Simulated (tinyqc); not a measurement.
# Delay unit and parasitic delay from two ring oscillators

Problem. A ring of 31 inverters oscillates at 1/(2 x 31 d), with stage delay d = tau (h + p) for fan-out h. Find tau, p and the delay at fan-out 4.

frequencies of 31-stage ring oscillators with fan-out 1 and 5 (GHz): 2.2310950  0.77286299

Solution. d is a straight line in h with slope tau and intercept tau p.

tau = 3.410 ps
p = 1.120
delay at fan-out 4 = 17.46 ps

tinyqc, about 0.01 s, one thread, Intel Xeon 2.30GHz (shared host): `OMP_NUM_THREADS=1 python tinyqc.py 2082031 2082032 out.jsonl`
